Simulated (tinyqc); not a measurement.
Density of states of one tight-binding band on the square lattice: sweeps and comparisons. A value that a table varies takes the place of the one given here.

E(k) = -2 t (c1 + c2) - 4 t2 c1 c2 with ci = cos(2 pi ki); k in fractions of the reciprocal vectors, mesh k_i = j/N with j = 0 .. N-1. Densities are per cell and per spin, so the band holds one state.

Each square of the mesh is cut along (i, j)-(i+1, j+1) into two triangles. For corner energies e1 <= e2 <= e3 and eij = ei - ej, the share of the triangle below E is n = (E - e1)^2/(e21 e31) for e1 < E < e2 and n = 1 - (e3 - E)^2/(e31 e32) for e2 < E < e3; its density of states is g = dn/dE.

Gaussian broadening: g(E) = mean over the mesh of exp(-(E - E_k)^2/(2 sigma^2))/(sigma sqrt(2 pi)), n(E) = mean of erfc((E_k - E)/(sigma sqrt 2))/2.

Parameters, chosen for this exercise:
- t = 0.71 eV (nearest hopping)
- t2 = -0.07 eV (second hopping)
- N2 = 24 (mesh points along each axis in this comparison)
- sigma = 0.071 eV (Gaussian width)
- E = -1.79 eV (energy at which the density is wanted)

## Three ways to the same curve

N = N2 here; the reference is the linear method with N = 240.

g(E) (1/eV):
```
E (eV)  reference  linear triangles  Gaussian, sigma  Gaussian, sigma/4  reference n(E)
-2.043      0.154             0.154            0.151              0.174           0.076
-1.527      0.174             0.174            0.148              0.285           0.160
-1.010      0.208             0.209            0.254              0.362           0.258
-0.494      0.291             0.292            0.218              0.001           0.382
0.023       0.259             0.259            0.268              0.154           0.560
0.539       0.186             0.187            0.196              0.287           0.672
1.055       0.152             0.152            0.160              0.006           0.758
1.572       0.130             0.130            0.071              0.000           0.831
2.088       0.114             0.114            0.117              0.099           0.893
2.604       0.103             0.106            0.133              0.128           0.949
```

Root-mean-square errors against the reference: 0.0013 for linear triangles, 0.0359 for sigma and 0.1345 for sigma/4. The narrow Gaussian is worse than the wide one, because it resolves the separate mesh levels. The reference is highest at -0.494 eV of the energies listed, and half filling lies between -0.494 and 0.023 eV.

## Convergence with the mesh

At the energy E; the plain count is the share of mesh points below E; the reference is the linear method with N = 240.

Results:
```
N   points  g linear  n linear  g Gaussian  n Gaussian  n plain count
4       16    0.1400    0.0539      0.0000      0.0625         0.0625
6       36    0.1815    0.0900      0.0118      0.1386         0.1389
8       64    0.1571    0.1017      0.1915      0.1322         0.1406
12     144    0.1587    0.1097      0.2909      0.1267         0.1458
16     256    0.1634    0.1123      0.2616      0.1184         0.1133
24     576    0.1627    0.1140      0.1455      0.1156         0.1198
48    2304    0.1625    0.1152      0.1624      0.1157         0.1168
```

reference n and g: 0.1156  0.1626

The linear n(E) stays within 0.002 of the reference from N = 24 on. The Gaussian g still moves by more than 1 % between the last two meshes. At the last mesh it lies 0.000 1/eV from the reference g and the linear g 0.000. The plain count errs by +0.0012 at the last mesh.

## Critical points

The gradient vanishes at these points by symmetry; the signs of the eigenvalues of the second-derivative matrix give the type.

Critical points:
```
point           k   E (eV)  positive  negative     type
Gamma      (0, 0)  -2.5600         2         0  minimum
X        (0.5, 0)  -0.2800         1         1   saddle
M      (0.5, 0.5)   3.1200         0         2  maximum
```

Gamma is a minimum at -2.560 eV: g has a step there. X is a saddle at -0.280 eV: g diverges logarithmically there. M is a maximum at 3.120 eV: g has a step there.

## What moves the count of states

Linear method and Gaussian sum with N = 48. Each row changes one parameter from the base and keeps the others.

Results:
```
case              n linear  g linear (1/eV)  n Gaussian  g Gaussian (1/eV)
base                0.1152           0.1625      0.1157             0.1624
t = 0.781 eV        0.1434           0.1517      0.1439             0.1509
E = -1.719 eV       0.1269           0.1661      0.1274             0.1660
sigma = 0.142 eV    0.1152           0.1625      0.1160             0.1630
t2 = -0.035 eV      0.1234           0.1500      0.1238             0.1494
```

The largest shifts from the base row, up to three for each result and ties (the steps differ in size, so this ranks the rows, not the parameters). n linear: t +0.0282, E +0.0117, t2 +0.0082; unchanged at the printed digits by sigma. g linear (1/eV): t2 -0.0125, t -0.0108, E +0.0036; unchanged at the printed digits by sigma. n Gaussian: t +0.0282, E +0.0116, t2 +0.0081. g Gaussian (1/eV): t2 -0.0130, t -0.0115, E +0.0036.

Run: tinyqc, `OMP_NUM_THREADS=1 python tinyqc.py 1652311 1652312 out.jsonl`; Intel(R) Xeon(R) Processor @ 2.30GHz, one thread, shared host; about 0.09 s of CPU time with all checks.
